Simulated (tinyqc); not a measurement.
What each parameter does: valley splitting of a silicon quantum well in envelope theory.

The well lies at 0 < z < L; U(z) = V0 [1/(1 + exp(z/w)) + 1/(1 + exp((L - z)/w))] - e F z, 1 mV/nm = 1e-4 eV/angstrom. The envelope psi solves -(c/ml) psi'' + U psi = E psi, c = hbar^2/2m0, by three-point differences on a grid of 0.1 angstrom from -40 to L + 40 angstrom. The two valleys at +/- k0 couple through D = C0 times the integral of exp(-i q z) U(z) psi^2, q = 2 k0 (2 pi/a), and split by Ev = 2|D|.

Random alloy: with Y(z) = Yw + (Yb - Yw) B(z), B the bracket in U, and in-plane density exp(-r^2/ad^2)/(pi ad^2), D gains a random complex part of variance sigma^2 = (C0^2/pi)(a^2 V0/(8 ad (Yb - Yw)))^2 (4/a) times the integral of psi^4 Y (1 - Y). Alone it gives a mean splitting sqrt(pi) sigma; together with the smooth part the rms splitting is 2 sqrt(|D|^2 + sigma^2).

Constants: hbar^2/2m0 = 3.80998211 eV angstrom^2.

Parameters, chosen for this exercise (near those of a strained Si well in SiGe; the results hold for these values, not for the real material):
```
symbol  value  unit      meaning
L       34     angstrom  well width
V0      0.14   eV        conduction offset
ml      0.932  m0        mass along z
w       0.7    angstrom  interface width parameter
F       12.8   mV/nm     field pressing towards the upper interface
k0      0.835  2 pi/a    valley position
a       5.431  angstrom  lattice constant
C0      0.266            Bloch overlap factor
Yb      0.21             Ge share of the barrier
Yw      0.05             Ge share of the well
ad      120    angstrom  dot radius
```

Orbital spacing, psi^2 at z = L, the smooth splitting and sigma; V0 is held fixed when Yw changes.

Results for these values:
```
case  E2 - E1 (meV)  psi^2(L) (1e-3/angstrom)  2|D| (micro-eV)  sigma (micro-eV)
base          57.79                    11.605            57.10             139.9
```

What happens to each result for F = 19.2 mV/nm, all else kept?

Answer: E2 - E1 rises from 57.79 to 58.11; psi^2(L) rises from 11.605 to 15.103; 2|D| rises from 57.10 to 74.31; sigma rises from 139.9 to 142.7.

The same for each parameter in turn:
```
case               E2 - E1 (meV)  psi^2(L) (1e-3/angstrom)  2|D| (micro-eV)  sigma (micro-eV)
base                       57.79                    11.605            57.10             139.9
ad = 160 angstrom          57.79                    11.605            57.10             104.9
Yw = 0.08                  57.79                    11.605            57.10             213.0
L = 40 angstrom            48.20                    10.107            44.69             133.9
V0 = 0.175 eV              62.52                     9.548            56.74             177.0
w = 0.91 angstrom          58.03                    11.466            19.20             140.3
F = 19.2 mV/nm             58.11                    15.103            74.31             142.7
k0 = 0.815 2 pi/a          57.79                    11.605            49.41             139.9
C0 = 0.319                 57.79                    11.605            68.47             167.7
```

Computed by tinyqc, a small Python program: `OMP_NUM_THREADS=1 python tinyqc.py 1282656 1282657 out.jsonl` (the numbers bound the seed that draws the inputs); one thread of a shared host (Intel(R) Xeon(R) Processor @ 2.30GHz), about 0.1 s for the whole set of steps.
